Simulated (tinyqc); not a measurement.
Shrinking the mesa: defect, radiative and Auger recombination at equal electron and hole densities (ABC model).

J/(e d) = Ae n + B n^2 + C n^3 with Ae = A + 4 S/w (four side walls, carriers spread evenly), e = 1.602176634e-19 C, lengths in cm; internal efficiency IQE = B n^2/(Ae n + B n^2 + C n^3); all injected carriers recombine in the layer.

Inputs chosen for the exercise (orders of magnitude like those quoted for InP; not measured data):

| symbol | value | unit | meaning |
|---|---|---|---|
| A | 32000000 | 1/s | defect rate |
| B | 1.8e-10 | cm^3/s | radiative coefficient |
| C | 4.7e-31 | cm^6/s | Auger coefficient |
| d | 170 | nm | active thickness |
| S2 | 3000 | cm/s | recombination velocity of the side walls in this comparison |
| J | 4500 | A/cm^2 | current density |

S = S2; w takes the values listed.

Results:

| w (micrometre) | Ae (1/s) | IQE_max | J at the peak (A/cm^2) | IQE at J |
|---|---|---|---|---|
| 200 | 3.26e+07 | 0.958 | 3.55e+04 | 0.935 |
| 100 | 3.32e+07 | 0.958 | 3.62e+04 | 0.934 |
| 20 | 3.80e+07 | 0.955 | 4.15e+04 | 0.926 |
| 10 | 4.40e+07 | 0.952 | 4.82e+04 | 0.916 |
| 5 | 5.60e+07 | 0.946 | 6.17e+04 | 0.896 |
| 2 | 9.20e+07 | 0.932 | 1.03e+05 | 0.839 |
| 1 | 1.52e+08 | 0.914 | 1.73e+05 | 0.753 |

Give the missing row, w (micrometre) = 50.

Computed row:
```
w (micrometre)  Ae (1/s)  IQE_max  J at the peak (A/cm^2)  IQE at J
50              3.44e+07    0.957                3.75e+04     0.932
```

The walls equal the bulk defect rate at w = 4 S/A = 3.75 micrometre. From 200 to 1 micrometre the peak efficiency falls from 0.958 to 0.914 and moves to a current 4.89 times higher; at the fixed J the efficiency goes from 0.935 to 0.753. For large w diffusion to the walls, left out here, would limit the loss.

tinyqc: `OMP_NUM_THREADS=1 python tinyqc.py 1681849 1681850 out.jsonl`; about 0.01 s, one thread, shared Intel(R) Xeon(R) Processor @ 2.30GHz.
